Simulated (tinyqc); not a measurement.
Inside a calculation. Model: nucleation and growth of vacancy voids in a cooling silicon-like crystal. Computed by tinyqc, a small Python program that keeps every step. Command: `OMP_NUM_THREADS=1 python tinyqc.py 3031935 3031936 out.jsonl voids walk`. One thread of a shared host (Intel(R) Xeon(R) Processor @ 2.30GHz), about 0.4 s of CPU time with the checks. Intermediate numbers are printed to about 6 digits and carried at full precision; extremes and crossings named in words are read from the listed rows.

Spherical voids; vacancies are lost only to voids.

Inputs (values chosen for the exercise, for a model crystal):

| quantity | value | unit |
|---|---|---|
| vacancy density at the melting point C_m | 8.4e+14 | 1/cm^3 |
| formation energy E_f | 4.3 | eV |
| melting point T_m | 1685 | K |
| diffusion prefactor D0 | 0.00065 | cm^2/s |
| migration energy E_m | 0.47 | eV |
| site density rho | 5e+22 | 1/cm^3 |
| void surface energy gamma | 0.806 | J/m^2 |
| cooling rate q | 0.48 | K/min |
| ratio (V/G)/xi_c | 2.46 | - |
| limit of the excess at high V/G | 1.6e+14 | 1/cm^3 |
| temperature of the worked step T | 1335 | K |
| temperature step | 0.25 | K |

Vacancy supply: from V/G.

Constants: k_B = 8.617333262e-05 eV/K; k_B = 1.380649e-23 J/K; e = 1.602176634e-19 C.

## Vacancy excess

C = C_x (u - 1)/(u + 0.2) with u = (V/G)/xi_c, a form chosen for the exercise.

initial excess C = 8.78195e+13 1/cm^3

## Nucleation rate at T with the initial excess

C_e = C_m exp[-(E_f/k_B)(1/T - 1/T_m)]; D = D0 exp(-E_m/(k_B T)); f = k_B T ln(C/C_e); r* = 2 gamma/(rho f); W* = 16 pi gamma^3/(3 rho^2 f^2); Z = f/sqrt(12 pi W* k_B T); I = rho Z (4 pi r* D C) exp(-W*/(k_B T)).

C_e = 3.56813e+11 1/cm^3

D = 1.09297e-05 cm^2/s

driving force f = 0.633398 eV

critical radius r* = 0.317693 nm

W*/(k_B T) = 18.4874

rate I = 3.73808e+16 1/(cm^3 s)

Cooling by 10 K multiplies I by 4.0: nucleation switches on within a narrow range of temperature. Caution: at such a rate voids would have used up the initial excess before the crystal cooled to this T.

## Cooling through the nucleation range

March down from 1500 K in steps dT, dt = dT/q, with values at the upper end of each step: a class of I dt voids is born with r*; then all classes grow by r^2 += 2 D (C - C_e) dt/rho; C falls by the vacancies added to voids. Stop at 1150 K. T_n is the T of the largest I, N the final count (classes under 1e-6 /cm^3 are dropped), and the mean radius the number average.

Rows around the peak of I:

| T (K) | C (1/cm^3) | C_e (1/cm^3) | I (1/(cm^3 s)) | voids (1/cm^3) | mean radius (nm) |
|---|---|---|---|---|---|
| 1457.75 | 8.78195e+13 | 8.30504e+12 | 6.20667e-10 | 0 | 0.0000 |
| 1447.75 | 8.78195e+13 | 6.55628e+12 | 1.22488e-04 | 1.21740e-02 | 23.1136 |
| 1437.75 | 8.78184e+13 | 5.15876e+12 | 1.60542e+00 | 2.08454e+02 | 25.3642 |
| 1432.75 | 8.77406e+13 | 4.57029e+12 | 8.23482e+01 | 1.23085e+04 | 26.5853 |
| 1429.75 | 8.70488e+13 | 4.24822e+12 | 5.54982e+02 | 1.03263e+05 | 28.0370 |
| 1427.75 | 8.49515e+13 | 4.04552e+12 | 9.83741e+02 | 2.99046e+05 | 30.9309 |
| 1425.75 | 7.99460e+13 | 3.85197e+12 | 5.07044e+02 | 5.09343e+05 | 37.7098 |
| 1423.75 | 7.23209e+13 | 3.66717e+12 | 6.39819e+01 | 5.75756e+05 | 47.5536 |
| 1421.75 | 6.36441e+13 | 3.49075e+12 | 2.50393e+00 | 5.81899e+05 | 56.4508 |
| 1418.75 | 5.08687e+13 | 3.24107e+12 | 2.70613e-03 | 5.82097e+05 | 65.9886 |
| 1415.75 | 3.96870e+13 | 3.00830e+12 | 2.36960e-07 | 5.82097e+05 | 72.4615 |

temperature of peak nucleation T_n = 1427.75 K

void density N = 582097 1/cm^3

mean radius = 89.1533 nm

vacancies left at 1150 K = 2.50531e+09 1/cm^3

I rises as supersaturation builds and collapses once the first voids have drawn C down by 3 % at the peak. Nearly all the excess then goes into these voids: [3 C/(4 pi rho N)]^(1/3) = 89.6 nm.

## Cooling rate

The formulas are those given above.

At fixed C:

| q (K/min) | T_n (K) | N (1/cm^3) | mean radius (nm) |
|---|---|---|---|
| 0.048 | 1435.25 | 1.96274e+04 | 276.242 |
| 0.120 | 1432.50 | 7.56559e+04 | 176.118 |
| 0.240 | 1430.00 | 2.09886e+05 | 125.301 |
| 0.480 | 1427.75 | 5.82097e+05 | 89.153 |
| 0.960 | 1425.25 | 1.61385e+06 | 63.439 |
| 1.900 | 1422.50 | 4.40424e+06 | 45.378 |
| 4.800 | 1418.75 | 1.71955e+07 | 28.800 |

Over the rows N goes as q^1.47 and the radius as q^-0.49, near the 3/2 and -1/2 of the scaling argument (depletion time 1/(4 pi N r D) equal to the time in the nucleation range, at fixed N r^3). T_n drops only 16 K for a factor 100 in q. Fast cooling gives many small voids, which an anneal can dissolve.

## Vacancy excess varied

The formulas are those given above.

At fixed q:

| C (1/cm^3) | T_n (K) | N (1/cm^3) | mean radius (nm) |
|---|---|---|---|
| 3.50e+13 | 1383.25 | 1.13510e+06 | 52.477 |
| 5.30e+13 | 1403.00 | 8.39771e+05 | 66.652 |
| 8.80e+13 | 1427.75 | 5.81231e+05 | 89.259 |
| 1.40e+14 | 1451.25 | 4.15077e+05 | 116.614 |
| 2.20e+14 | 1474.50 | 2.99164e+05 | 151.258 |

More vacancies nucleate earlier (T_n rises by 91 K) and give fewer, larger voids: N goes as C^-0.73 and the radius as C^0.58, steeper than the -1/2 and +1/2 of the scaling argument at fixed D, because D rises with T_n.

Checks made by the program: Z against the curvature of W(n) (relative difference below 1e-10); N against a run with half the step (relative difference 2e-03).
